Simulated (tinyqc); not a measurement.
# Coupling ratio and rate constant from the late transient

Inverse problem. Long after the knee a floating-gate cell follows U = Vg - (tox/ag) B/ln(K t). Find K and ag.

Values chosen for this exercise: tunnel oxide thickness tox = 6.6 nm; control-gate voltage Vg = 9 V.

U at t = 0.005 and 0.5 s (V): [1.1200769, 2.2407857]
B = 23.544284 V/nm

Answer. 1/(Vg - U) is linear in ln t; the ratio of the two values gives ln(K t_a), and either value gives ag.

K = 2.309e14 1/s
ag = 0.7100

Program tinyqc, `OMP_NUM_THREADS=1 python tinyqc.py 2130055 2130056 out.jsonl`; Intel Xeon 2.30GHz, shared host, one thread, about 0.01 s.
